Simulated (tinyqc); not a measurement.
Phonon-assisted absorption at an indirect gap: one step. Quantum efficiency of a diode. Four cases, with inputs chosen for the exercise.

Task: Evaluate the factors; 1 micrometre = 1e-4 cm.

Photodiode (Gaertner form with a dead layer): QE = (1 - R) exp(-alpha xj) [1 - exp(-alpha W)/(1 + alpha L)], R = ((nr - 1)/(nr + 1))^2; responsivity = QE/E in A/W for E in eV.

Give: passes the dead layer; collected share; QE; responsivity.

Case 1.

Values chosen (loosely those of SiC at room temperature; Eg is not tied to T; the results hold for these values, not for the real material): E = 3.63 eV (photon energy); nr = 2.84 (refractive index); xj = 0.24 micrometre (dead layer at the surface); W = 7.9 micrometre (depleted width); L = 110 micrometre (minority diffusion length below it).

alpha = 368.021 1/cm

Result:

passes the dead layer = 0.9912
collected share = 0.8519
QE = 0.6505
responsivity = 0.1792 A/W

Without diffusion from below the collected share would be 0.2523.

Case 2.

Values chosen (loosely those of Si at room temperature; Eg is not tied to T; the results hold for these values, not for the real material): E = 1.435 eV (photon energy); nr = 3.64 (refractive index); xj = 0.12 micrometre (dead layer at the surface); W = 7.2 micrometre (depleted width); L = 110 micrometre (minority diffusion length below it).

alpha = 495.765 1/cm

Result:

passes the dead layer = 0.9941
collected share = 0.8916
QE = 0.5994
responsivity = 0.4177 A/W

Without diffusion from below the collected share would be 0.3002.

Case 3.

Values chosen (loosely those of SiC at room temperature; Eg is not tied to T; the results hold for these values, not for the real material): E = 3.668 eV (photon energy); nr = 2.79 (refractive index); xj = 0.78 micrometre (dead layer at the surface); W = 2.3 micrometre (depleted width); L = 38 micrometre (minority diffusion length below it).

alpha = 815.046 1/cm

Result:

passes the dead layer = 0.9384
collected share = 0.7977
QE = 0.5816
responsivity = 0.1585 A/W

Without diffusion from below the collected share would be 0.1709.

Case 4.

Values chosen (loosely those of AlAs at room temperature; Eg is not tied to T; the results hold for these values, not for the real material): E = 2.315 eV (photon energy); nr = 3.16 (refractive index); xj = 0.052 micrometre (dead layer at the surface); W = 1.2 micrometre (depleted width); L = 45 micrometre (minority diffusion length below it).

alpha = 201.565 1/cm

Result:

passes the dead layer = 0.9990
collected share = 0.4882
QE = 0.3562
responsivity = 0.1539 A/W

Without diffusion from below the collected share would be 0.0239.

Computed by tinyqc, one run a case: `OMP_NUM_THREADS=1 python tinyqc.py N N+1 out.jsonl` with N = 1680749, 1680753, 1680935, 1681047; one thread of a shared Intel(R) Xeon(R) Processor @ 2.30GHz, about 0.01 s a run at most.
